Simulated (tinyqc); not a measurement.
Gamma, L and X subbands of a thin body with non-parabolic valleys: one step. Subband edges. Three cases, with inputs chosen for the exercise.

Task: n = 1 to 8 for each group; list the ten lowest.

Hard walls, flat band, c = hbar^2/2m0, energies from the bulk Gamma edge. For a valley at angle theta to the normal 1/m_z = cos^2/ml + sin^2/mt and m_d = sqrt(ml mt^2/m_z). Subband n starts at E_v + e with e (1 + a e) = c (n pi/t)^2/m_z, and its density-of-states mass is taken as m_d (1 + 2 a e), without further growth at higher in-plane energy. Groups are named by valley and degeneracy.

Constants: hbar^2/2m0 = 3.80998211 eV angstrom^2.

Case 1.

Values chosen (out of a larger set: near those of a thin InAs channel; not measured data): t = 32 angstrom (body thickness).

Groups:
```
group  g  E_v (eV)       m_z       m_d  a (1/eV)
G1     1   0.00000  0.026300  0.026300    2.2600
L4     4   0.71400  0.072168  0.148549    0.4700
X1     1   0.99400  1.171000  0.163000    0.4700
X2     2   0.99400  0.163000  0.436890    0.4700
```

Case 2.

Values chosen (out of a larger set: near those of a thin InAs channel; not measured data): t = 84 angstrom (body thickness).

Groups:
```
group  g  E_v (eV)       m_z       m_d  a (1/eV)
G1     1   0.00000  0.025600  0.025600    2.3200
L2     2   0.71200  0.129480  0.110378    0.5600
L2'    2   0.71200  0.050000  0.177623    0.5600
X2     2   1.00400  0.277564  0.320345    0.5600
X1     1   1.00400  0.158000  0.424592    0.5600
```

Case 3.

Values chosen (out of a larger set: near those of a thin InAs channel; not measured data): t = 88 angstrom (body thickness).

Groups:
```
group  g  E_v (eV)       m_z       m_d  a (1/eV)
G1     1   0.00000  0.025600  0.025600    2.2800
L1     1   0.73300  0.622000  0.049000    0.3800
L3     3   0.73300  0.054587  0.165404    0.3800
X3     3   1.03000  0.221280  0.354192    0.3800
```

Give: Subbands.

Result:

Case 1.

Subbands:
```
subband  g  E (eV)  DOS mass
G1 n=1   1  0.5953    0.0971
X1 n=1   1  1.0249    0.1677
X1 n=2   1  1.1128    0.1812
L4 n=1   4  1.1382    0.2078
X2 n=1   2  1.1994    0.5213
X1 n=3   1  1.2463    0.2017
G1 n=2   1  1.3663    0.1887
X1 n=4   1  1.4132    0.2272
X1 n=5   1  1.6034    0.2564
X2 n=2   2  1.6763    0.7171
```

The lowest subband is G1 n=1, 430 meV below X1 n=1; in the bulk the lowest valley is Gamma.

Case 2.

Subbands:
```
subband  g  E (eV)  DOS mass
G1 n=1   1  0.1535    0.0438
G1 n=2   1  0.4212    0.0756
G1 n=3   1  0.7086    0.1098
L2 n=1   2  0.7523    0.1154
L2' n=1  2  0.8129    0.1977
L2 n=2   2  0.8637    0.1291
G1 n=4   1  1.0019    0.1446
X2 n=1   2  1.0230    0.3272
L2 n=3   2  1.0269    0.1493
X1 n=1   1  1.0371    0.4403
```

The lowest subband is G1 n=1, 268 meV below G1 n=2; in the bulk the lowest valley is Gamma.

Case 3.

Subbands:
```
subband  g  E (eV)  DOS mass
G1 n=1   1  0.1430    0.0423
G1 n=2   1  0.3978    0.0720
G1 n=3   1  0.6734    0.1042
L1 n=1   1  0.7408    0.0493
L1 n=2   1  0.7639    0.0501
L1 n=3   1  0.8015    0.0516
L3 n=1   3  0.8191    0.1762
L1 n=4   1  0.8525    0.0534
L1 n=5   1  0.9155    0.0558
G1 n=4   1  0.9551    0.1371
```

The lowest subband is G1 n=1, 255 meV below G1 n=2; in the bulk the lowest valley is Gamma.

Computed by tinyqc, one run a case: `OMP_NUM_THREADS=1 python tinyqc.py N N+1 out.jsonl` with N = 1280862, 1280906, 1280957; one thread of a shared Intel(R) Xeon(R) Processor @ 2.30GHz, about 0.04 s a run at most.
